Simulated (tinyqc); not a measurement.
Lattice vibrations of a chain, step by step. One step of it, computed by the program tinyqc.

Problem. Frequencies. omega^2 are the eigenvalues; wavenumber = 521.4708 sqrt(eigenvalue) 1/cm.

D(q) (eV/(angstrom^2 u)):
```
[[0.625850, -0.330223+0.034013i],
 [-0.330223-0.034013i, 0.267054]]
```

Give: eigenvalues; wavenumbers; weights |e|^2 of the mass-weighted modes.

Solution.

eigenvalues: [0.0691, 0.8238]

wavenumbers (1/cm): [137.1, 473.3]

weights |e|^2 of the mass-weighted modes, order atom 1, atom 2:
```
[[0.2623, 0.7377],
 [0.7377, 0.2623]]
```
